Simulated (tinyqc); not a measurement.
Substrate current against gate voltage: lateral field, substrate current, probability of reaching the oxide barrier and hot-carrier lifetime of a silicon transistor (pseudo-two-dimensional and lucky-electron models). Computed by tinyqc, a small Python program. Command: `OMP_NUM_THREADS=1 python tinyqc.py 3018240 3018241 out.jsonl hotcar walk`. One thread of a shared host (Intel(R) Xeon(R) Processor @ 2.30GHz), about 0.01 s of CPU time with the checks.

Local-field models: a lucky carrier gains its energy at the peak field over a path free of collisions. Voltages are magnitudes.

Inputs (values chosen for the exercise, modelled on a silicon n-channel):
```
quantity                                value                      unit
channel length L                         1600                        nm
oxide thickness t                          34                        nm
junction depth x_j                        390                        nm
mobility mu                               360                cm^2/(V s)
saturation velocity v_s                  0.88                  1e7 cm/s
threshold voltage V_T                    0.55                         V
drain voltage V_D                          17                         V
ionisation prefactor A_i              2.2e+06                      1/cm
ionisation field B_i                     1.73                     MV/cm
hot-carrier mean free path lambda         7.8                        nm
oxide barrier phi_b                       3.1                        eV
interface-trap threshold phi_it           3.7                        eV
lifetime constant H                        10  s microampere/micrometre
length of the depleted extension L_n      230                        nm
```

Drain: lightly doped extension.

Constants: eps_0 = 8.8541878128e-12 F/m.

Method:
- C_ox = 3.9 eps_0/t; F_sat = 2 v_s/mu; V_Dsat = V_ov F_sat L/(V_ov + F_sat L), V_ov = V_G - V_T; I_D/W = C_ox v_s (V_ov - V_Dsat).
- Scale length l = 0.22 t^(1/3) x_j^(1/2) (all in cm); F_m = sqrt(((V_D - V_Dsat)/l_e)^2 + F_sat^2), with l_e = l + L_n; length of the velocity-saturated region l_e ln((V_D - V_Dsat)/(l_e F_sat) + F_m/F_sat).
- Substrate current I_sub/I_D = (A_i/B_i)(V_D - V_Dsat) exp(-B_i/F_m); probability of reaching the oxide barrier exp(-phi_b/(e lambda F_m)); lifetime tau = (H/(I_D/W)) exp(phi_it/(e lambda F_m)).

At the given drain voltage:
```
V_G (V)  V_Dsat (V)  I_D/W (microampere/micrometre)  F_m (kV/cm)  I_sub/W (microampere/micrometre)     tau (s)
1.5          0.8471                             9.2       373.19                             1.832  3.6033e+05
2.4          1.4962                            31.6       358.46                             4.999  1.7664e+05
3.8          2.2960                            85.3       340.32                             9.882  1.3266e+05
5.6          3.0688                           177.1       322.81                            14.759  1.3602e+05
7.8          3.7626                           311.7       307.11                            18.770  1.6378e+05
11.0         4.4736                           534.1       291.05                            22.305  2.2418e+05
13.0         4.8039                           683.4       283.59                            23.764  2.6897e+05
16.0         5.1930                           916.7       274.82                            25.400  3.4202e+05
19.0         5.4933                          1158.0       268.05                            26.677  4.1854e+05
```

What follows from these numbers?

I_sub rises over the whole table: the growing drain current outweighs the fall of F_m. The shortest lifetime among the rows lies at V_G = 3.8 V, below that of the largest I_sub, since tau depends more steeply on the field.

Extremes, crossings and ranges named in words are read from the listed rows.
